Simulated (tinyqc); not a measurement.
## Arrhenius plot from several rate windows

Emission rate en = sn vth(T) Nc(T) exp(-Et/kB T) = sn g T^2 exp(-Et/kB T), g = vth Nc/(300 K)^2, as vth goes as T^0.5 and Nc as T^1.5 (degeneracy factor 1). Here the cross-section is thermally activated, sn exp(-Eb/kB T) with Eb = 0.11 eV. Each window ew gives the temperature where en = ew.

Parameters, values chosen for the exercise; material values close to those of silicon:
```
symbol,value,unit,meaning
Nc,2.77e19,cm^-3,conduction-band density of states at 300 K
vth,2.3e7,cm/s,thermal velocity at 300 K
Et,0.35,eV,depth of the trap below the conduction edge
sn,2.5e-15,cm^2,capture cross-section
```

Constants: q = 1.602176634e-19 C, kB = 1.380649e-23 J/K. Results are converted to the units shown.

Arrhenius plot from several rate windows:

| ew (1/s) | T peak (K) | q/kB T (1/eV) | ln(ew/T^2) | ln ew |
|---|---|---|---|---|
| 1.7 | 199.6 | 58.15 | -10.06 | 0.5306 |
| 5.1 | 207.5 | 55.93 | -9.041 | 1.629 |
| 15 | 215.9 | 53.76 | -8.041 | 2.708 |
| 47 | 225.5 | 51.47 | -6.986 | 3.850 |
| 140 | 235.5 | 49.28 | -5.981 | 4.942 |
| 430 | 246.7 | 47.05 | -4.952 | 6.064 |
| 1300 | 258.7 | 44.85 | -3.942 | 7.170 |
| 3900 | 271.9 | 42.68 | -2.942 | 8.269 |

What does the table show?

The peak rises from 200 to 272 K. ln(ew/T^2) against q/kB T is a straight line of slope -0.4600 eV, which is Et + Eb and not Et = 0.35 eV: a capture barrier adds to the activation energy. Its intercept gives sn = 2.50e-15 cm^2. Leaving out the T^2 gives 0.5000 eV, too high by about 2 kB T.

Program tinyqc, `OMP_NUM_THREADS=1 python tinyqc.py 2050121 2050122 out.jsonl`; Intel Xeon 2.30GHz, shared host, one thread, about 0.01 s.
